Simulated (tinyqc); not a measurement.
Scaling with the misfit: strain-driven roughening and islands of a mismatched epitaxial film. Computed by tinyqc, a small Python program. Command: `OMP_NUM_THREADS=1 python tinyqc.py 3004726 3004727 out.jsonl island walk`. One thread of a shared host (Intel(R) Xeon(R) Processor @ 2.30GHz), about 0.01 s of CPU time with the checks.

Film and substrate share isotropic elastic constants; the film is coherent and biaxially strained.

Inputs (values chosen for the exercise, modelled on Si(0.5)Ge(0.5) on Si):
```
quantity                                      value       unit
misfit |f|                                   0.0216          -
shear modulus G                                56.5        GPa
Poisson ratio nu                               0.25          -
surface energy gamma                           1.17      J/m^2
contact angle of the shallow shape theta_1     9.82    degrees
contact angle of the steep shape theta_2       24.9    degrees
facet energy of shape 1 over gamma            1.008          -
facet energy of shape 2 over gamma            1.012          -
surface mobility D_s nu_s Omega^2/(k_B T)   4.7e-34  m^6/(J s)
```

Transport: surface diffusion.

Constants: e = 1.602176634e-19 C.

Method:
- M = 2 G (1 + nu)/(1 - nu); stress = M f; energy density w = M f^2.
- A ripple A cos(k x) has the surface chemical potential per volume [gamma k^2 - 2 (1 + nu) w k] A cos(k x), so k_c = 2 (1 + nu) w/gamma. With surface diffusion the amplitude grows at the rate q = B k^2 [2 (1 + nu) w k - gamma k^2], fastest at k_m = (3/4) k_c. B is the surface mobility.
- Shallow faceted island (Tersoff form): E = 4 Gam V^(2/3) tan^(1/3)(theta) - 6 c V tan(theta), Gam = gamma [x/sin(theta) - 1/tan(theta)], x the facet energy over gamma, c = stress^2 (1 - nu)/(2 pi G).
- The barrier is the maximum of E, at V_c = [4 Gam/(9 c)]^3 / tan^2(theta) (1 GPa nm = 1 J/m^2).
- V_c = [4 Gam/(9 c)]^3/tan^2(theta), barrier = (4/3) Gam V_c^(2/3) tan^(1/3)(theta); the growth time is 1/q at k_m.

fastest wavelength = 44.6200 nm

growth time 1/q at k_m = 13.8751 s

critical volume, shape 1 = 257.2751 nm^3

barrier, shape 1 = 29.1524 eV

Misfit scaled at fixed constants:
```
|f| (%)  fastest wavelength (nm)  growth time (s)  V_c of shape 1 (nm^3)  barrier of shape 1 (eV)
0.540                     713.92       9.0932e+05             1.0538e+06               7.4630e+03
0.756                     364.25       6.1616e+04             1.3996e+05               1.9427e+03
1.080                     178.48       3.5520e+03             1.6466e+04               4.6644e+02
1.512                      91.06       2.4069e+02             2.1868e+03               1.2142e+02
2.160                      44.62       1.3875e+01             2.5728e+02               2.9152e+01
3.024                      22.77       9.4018e-01             3.4169e+01               7.5886e+00
```

What does the comparison show, and why?

Halving the misfit stretches the wavelength 4 times, the barrier 16 times, the volume 64 times and the time 256 times: f^(-2), f^(-4), f^(-6), f^(-8). Over these rows the time spans 6.0 decades: strongly mismatched films tend to roughen first, while dilute alloys have time to stay flat. Rows with wavelengths under 10 nm or volumes under 5 nm^3 are beyond the continuum picture.

Extremes, crossings and ranges named in words are read from the listed rows.
